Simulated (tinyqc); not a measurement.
# Pelgrom slope, floor and doping from two device sizes

Question. s^2 = A^2/(L W) + s0^2, with s0 independent of size and A = (q/Cox) sqrt(Na Wd/3) from random dopants alone, Cox = 3.9 eps0/ti. Find A, s0 and Na.

Values chosen for this exercise:
- ti = 2 nm (oxide-equivalent thickness in inversion)

Constants: q = 1.602176634e-19 C, eps0 = 8.8541878128e-14 F/cm where lengths are in cm. Results are converted to the units shown.

s for gate areas 0.0011 and 0.032 um^2 (mV): 35.7599924  7.80971102
Wd = 25.4371541 nm

Answer. s^2 is linear in 1/area: slope A^2, intercept s0^2.

A = 1.18 mV um
s0 = 4.20 mV
Na = 1.90e18 cm^-3

Program tinyqc, `OMP_NUM_THREADS=1 python tinyqc.py 2090019 2090020 out.jsonl`; Intel Xeon 2.30GHz, shared host, one thread, about 0.01 s.
